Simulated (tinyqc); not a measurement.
Inside a calculation. Method: extended Hueckel theory, for H3+. The parameters take no account of the charge, which enters only through the electron count. One step of it, computed by the program tinyqc.

Problem. Orbitals. Solve H C = S C e through S^(-1/2); fill by pairs from the bottom, a degenerate level sharing its electrons equally; each orbital has its largest coefficient positive (the first on a tie).

H (eV), lower triangle:
```
,1H 1s,2H 1s,3H 1s
1H 1s,-13.600000
2H 1s,-14.806532,-13.600000
3H 1s,-13.887548,-13.880208,-13.600000
```

overlap S, lower triangle:
```
,1H 1s,2H 1s,3H 1s
1H 1s,1.000000
2H 1s,0.622123,1.000000
3H 1s,0.583510,0.583202,1.000000
```

valence electrons = 2

Give: orbital energies; occupations; coefficients; sum of one-electron energies.

Solution.

orbital energies (eV): -19.1483  -0.0447  3.1930

occupations: 2.0000  0.0000  0.0000

coefficients:
```
,MO1,MO2,MO3
1H 1s,0.3928,-0.6101,1.1525
2H 1s,0.3927,-0.6176,-1.1481
3H 1s,0.3842,1.2551,-0.0047
```

sum of one-electron energies = -38.2966 eV
